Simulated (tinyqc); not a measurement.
Finite square well with mass mismatch (envelope functions): sweeps and comparisons. A value that a table varies takes the place of the one given here.

A square well of width L and depth V0, mass mw inside and mb outside, energies from the bottom of the well, c = hbar^2/2m0. k = sqrt(mw E/c), kappa = sqrt(mb (V0 - E)/c). psi and psi'/m are continuous at the walls (BenDaniel-Duke), so level n solves k L + 2 atan[(k/mw)/(kappa/mb)] = n pi.

Non-parabolic bands: mw is replaced by mw (1 + alpha_w E) and mb by mb (1 - alpha_b (V0 - E)), in k, kappa and the matching condition alike.

Constants: hbar^2/2m0 = 3.80998211 eV angstrom^2.

Parameters, chosen for this exercise (near those of the heavy valleys of a Si film in SiO2; shifted at random, so the results belong to these values and not to a real crystal):
```
symbol   value                        unit      meaning
V0       3.261                        eV        barrier height
mw       0.892                        m0        mass in the well
mb       0.523                        m0        mass in the barrier
Ls       (8, 11, 16, 22, 31, 43, 60)  angstrom  widths
L        20                           angstrom  well width
alpha_w  0.51                         1/eV      non-parabolicity in the well
alpha_b  0.15                         1/eV      non-parabolicity in the barrier
```

## Width of the well

Levels against L, beside the infinite well E1(hard) = c (pi/L)^2/mw; Pb is the probability of level 1 in the barriers; a dash marks an unbound level.

Levels:
```
L (angstrom)  bound levels  E1 (eV)  E2 (eV)  E1(hard) (eV)     Pb
8                        3   0.4363   1.6464         0.6587  0.027
11                       4   0.2574   1.0058         0.3484  0.012
16                       5   0.1334   0.5294         0.1647  0.004
22                       7   0.0746   0.2976         0.0871  0.002
31                       9   0.0393   0.1569         0.0439  0.001
43                      12   0.0210   0.0841         0.0228  0.000
60                      17   0.0111   0.0442         0.0117  0.000
```

The infinite well overestimates E1 by a factor 1.51 at 8 angstrom and 1.06 at 60 angstrom. The local exponent d ln E1/d ln L goes from -1.66 (first two rows) to -1.93 (last two), towards the -2 of hard walls, as Pb falls from 0.027 to 0.000. E2 - E1 is largest at 8 angstrom of the widths listed. Non-parabolicity, which grows with the level, already counts at a few tenths of an eV, and levels above about 0.5 eV lie beyond a parabolic band.

## Levels of description

The same well five ways. mb = mw: the barrier takes the mass of the well. psi' continuous: kappa holds mb but the condition drops the masses, k L + 2 atan(k/kappa) = n pi. The last column is measured against BenDaniel-Duke.

Levels (eV):
```
model                E1      E2      E3  E1 - E1(BDD) (meV)
infinite walls   0.1054  0.4216  0.9485                16.4
mb = mw          0.0848  0.3382  0.7569                -4.2
BenDaniel-Duke   0.0890  0.3544  0.7910                 0.0
psi' continuous  0.0798  0.3195  0.7198                -9.2
non-parabolic    0.0895  0.3229  0.6408                 0.5
```

Hard walls put E1 16.4 meV too high. Ignoring the mass step moves it by -4.2 meV and the wrong matching by -9.2 meV: with mb/mw = 0.59, continuity of psi'/m lets the slope outside be 0.59 times the slope inside, which acts like a harder wall. Non-parabolicity shifts E1 by +0.5 meV, the balance of a heavier mass in the well, which lowers it, and a lighter mass deep in the barrier, which hardens the wall. Among the finite wells the largest departure in E1 is that of the model 'psi' continuous'.

## What each parameter does

Parabolic bands. Pb is the probability of level 1 in the barriers, (A^2/kappa)/(A^2/kappa + L/2 + sin(kL)/(2k)) with A = cos(kL/2). Each row changes one parameter from the base and keeps the others.

Results:
```
case             E1 (eV)  bound levels      Pb  V0 - E1 (eV)
base              0.0890             6  0.0022        3.1720
L = 22 angstrom   0.0746             7  0.0017        3.1864
V0 = 3.75 eV      0.0900             6  0.0018        3.6600
mw = 0.9812 m0    0.0821             6  0.0019        3.1789
mb = 0.4184 m0    0.0905             6  0.0021        3.1705
```

The largest shifts from the base row, up to three for each result and ties (the steps differ in size, so this ranks the rows, not the parameters). E1 (eV): L -0.0143, mw -0.0069, mb +0.0015. bound levels: L +1; unchanged at the printed digits by V0, mw and mb. Pb: L -0.0005, V0 -0.0004, mw -0.0003. V0 - E1 (eV): V0 +0.4880, L +0.0143, mw +0.0069.

Run: tinyqc, `OMP_NUM_THREADS=1 python tinyqc.py 1250764 1250765 out.jsonl`; Intel(R) Xeon(R) Processor @ 2.30GHz, one thread, shared host; about 0.01 s of CPU time with all checks.
